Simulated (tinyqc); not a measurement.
# Four-point probe, van der Pauw, Hall and spreading-resistance readings of a semiconductor layer, step by step

A worked calculation. Computed by tinyqc, a small Python program that keeps every step. Command: `OMP_NUM_THREADS=1 python tinyqc.py 3110508 3110509 out.jsonl probe walk`. One thread of a shared host (Intel(R) Xeon(R) Processor @ 2.30GHz), about 0.01 s of CPU time with the checks. Intermediate numbers are printed to about 5 digits and carried at full precision; extremes and crossings named in words are read from the listed rows.

The layer is uniform and ohmic; contacts are points unless a radius is given.

Inputs (values chosen for the exercise, modelled on p-type silicon):
```
quantity                                      value        unit
carrier density n                             9e+15      1/cm^3
drift mobility mu                               361  cm^2/(V s)
layer thickness t                              1100  micrometre
probe spacing s                                   1          mm
current I                                      0.01          mA
side ratio a/b of the van der Pauw rectangle    2.1           -
magnetic field B                                1.1           T
Hall factor r_H                                0.78           -
wafer diameter over spacing D/s                  29           -
```

Backing of the layer: insulating.

Constants: e = 1.602176634e-19 C.

## Resistivity and sheet resistance

rho = 1/(e n mu); R_s = rho/t.

resistivity rho = 1.9211 ohm cm

sheet resistance R_s = 17.464 ohm/square

## Four-point voltage

Collinear probes with equal spacing on a layer with insulating backing: images at depth 2 m t give V = (rho I/(2 pi s)) G, G = 1 + 4 sum_(m>=1) [1/sqrt(1 + (2 m u)^2) - 1/sqrt(4 + (2 m u)^2)], u = t/s; the sum runs to m = 20000, with the tail 3/(32 u^3 M^2) added to the sum for M = 20000. Limits: thick, rho = 2 pi s V/I; thin on an insulator, rho = (pi/ln 2) t V/I.

t/s = 1.1

G = 1.4098

voltage V = 0.043105 mV

rho by the thick formula = 2.7084 ohm cm

rho by the thin formula = 2.1491 ohm cm

The thick formula is off by +41.0 % and the thin one by +11.9 %.

## Thickness correction

The last two columns give rho(formula)/rho for rho = 2 pi s V/I and rho = (pi/ln 2) t V/I.

Correction against t/s:
```
t/s       G  thick formula  thin formula
0.1  13.863         13.863        1.0000
0.2   6.931          6.931        1.0000
0.3   4.621          4.621        1.0000
0.5   2.780          2.780        1.0026
0.7   2.017          2.017        1.0187
1.0   1.504          1.504        1.0852
1.5   1.197          1.197        1.2955
2.0   1.094          1.094        1.5781
3.0   1.031          1.031        2.2304
5.0   1.007          1.007        3.6319
```

The thin formula holds to 1 % up to t/s = 0.5 and the thick one holds to 1 % from t/s = 5.

## Finite wafer

For a thin circular wafer probed at its centre, R_s = C V/I with C = pi/(ln 2 + ln[((D/s)^2 + 3)/((D/s)^2 - 3)]).

factor C = 4.4862

error if pi/ln 2 is used = 1.0293 %

## The two van der Pauw resistances

Thin rectangle with point contacts at the corners; for R_B current and voltage contacts lie along the two sides of length a, for R_A along those of length b: exp(-pi R_A/R_s) = (theta_4/theta_3)^4, exp(-pi R_B/R_s) = (theta_2/theta_3)^4 with q = exp(-pi a/b), theta_2 = 2 sum_(m>=0) q^((m + 1/2)^2), theta_3 = 1 + 2 sum_(m>=1) q^(m^2), theta_4 = 1 + 2 sum_(m>=1) (-1)^m q^(m^2).

R_A = 0.12132 ohm

R_B = 21.322 ohm

ratio R_B/R_A = 175.76

## Solving the van der Pauw equation

Solve exp(-pi z R_A) + exp(-pi z R_B) = 1 for z = 1/R_s by seven Newton steps from z = 2 ln 2/(pi (R_A + R_B)); f = R_s 2 ln 2/(pi (R_A + R_B)).

Steps:
```
step  1/z (ohm)  left side less 1
0        48.595        2.4416e-01
1        28.796        8.4517e-02
2        21.302        2.5354e-02
3        18.275        4.9541e-03
4        17.516        3.0727e-04
5        17.464        1.3698e-06
6        17.464                 0
```

R_s found = 17.464 ohm/square

correction f = 0.35938

Averaging R_A and R_B without f would overstate R_s by 178.3 %.

## Hall reading

V_H = r_H I B/(e n t); apparent density n/r_H; Hall mobility r_H mu; Hall angle tan = r_H mu B (SI).

Hall voltage = 0.0054093 mV

apparent density = 1.1538e+16 1/cm^3

Hall mobility = 281.58 cm^2/(V s)

tangent of the Hall angle = 0.030974

Checks made by the program: thin limit of G, 2 ln 2/u at u = 0.02 (relative difference below 1e-10); R_s recovered (relative difference below 1e-10).
